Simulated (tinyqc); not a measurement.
From results back to parameters: interface roughness in a thin film (subband fluctuation and scattering). Two cases, with inputs chosen for the exercise.

Problem. The screened mobility was computed from a hidden rms height D.

Gaussian roughness spectrum S(q) = pi D^2 Lc^2 exp(-q^2 Lc^2/4). Degenerate gas, taken to fill one subband (the second starts to fill once c kF^2/md exceeds E2 - E1, which is not tested here): kF = sqrt(2 pi Ns/gv), q = 2 kF sin(theta/2), 1/tau = (md/(2 pi c hbar)) G^2 times the integral from 0 to pi of S(q)(1 - cos theta)/eps(q)^2 dtheta, eps(q) = 1 + qs/q with screening (qs = gv md q0/(c eps), q0 = e^2/(4 pi eps0), form factors left out, which overstates the screening; other scattering is left out too, so these values lie far above measured mobilities in all but the thinnest films) or 1 without; mobility = tau c2/md with c2 = e/m0 = 1.75882e15 cm^2/(V s^2); 1e12/cm^2 = 1e-4/angstrom^2.

Constants: hbar^2/2m0 = 3.80998211 eV angstrom^2; hbar = 6.58211957e-16 eV s; e^2/(4 pi eps0) = 14.39964547 eV angstrom.

Find: mobility for D = 1 angstrom; D.

Method. The mobility goes as 1/D^2, so D is the square root of the ratio. One value fixes only D^2 times a function of Lc; a second density is needed to part the two.

Case 1.

Values chosen (near those of a thin Si channel on (100), two-fold valleys; shifted at random, so the results belong to these values and not to a real crystal): md = 0.185 m0 (mass in the plane); gv = 2 (valleys); Lc = 22 angstrom (correlation length); Ns = 0.94 x 1e12/cm^2 (sheet density); eps = 8.2 (mean dielectric constant at the channel).

G = |dE1/dt| = 1.3241 meV/angstrom
mobility = 364172 cm^2/(V s)

Solution.

mobility for D = 1 angstrom = 4.986e+06 cm^2/(V s)
D = 3.70 angstrom

Case 2.

Values chosen (near those of a thin InGaAs channel; shifted at random, so the results belong to these values and not to a real crystal): md = 0.045 m0 (mass in the plane); gv = 1 (valleys); Lc = 58 angstrom (correlation length); Ns = 0.47 x 1e12/cm^2 (sheet density); eps = 10.5 (mean dielectric constant at the channel).

G = |dE1/dt| = 2.2845 meV/angstrom
mobility = 103800 cm^2/(V s)

Solution.

mobility for D = 1 angstrom = 4.152e+05 cm^2/(V s)
D = 2.00 angstrom

Computed by tinyqc, one run a case: `OMP_NUM_THREADS=1 python tinyqc.py N N+1 out.jsonl` with N = 1280513, 1280553; one thread of a shared Intel(R) Xeon(R) Processor @ 2.30GHz, about 0.01 s a run at most.
